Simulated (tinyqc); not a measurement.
# Trap density from the leakage

Problem. Trap-assisted leakage is J = q Nt times the integral over x of the rate through one trap. Find Nt, the areal density Nt t and the mean in-plane spacing (Nt t)^(-1/2).

Values chosen for this exercise:

| symbol | value | unit | meaning |
|---|---|---|---|
| t | 6.3 | nm | thickness |

Constants: q = 1.602176634e-19 C. Results are converted to the units shown.

J = 3.9573898e-10 A/cm^2
integral of the rate over x = 0.20583403 nm/s

Answer. J is proportional to Nt.

Nt = 1.20e17 cm^-3
Nt t = 7.56e10 cm^-2
in-plane spacing = 36.4 nm

Numbers from tinyqc (`OMP_NUM_THREADS=1 python tinyqc.py 2370098 2370099 out.jsonl`; about 0.04 s on one thread of a shared Intel Xeon 2.30GHz).
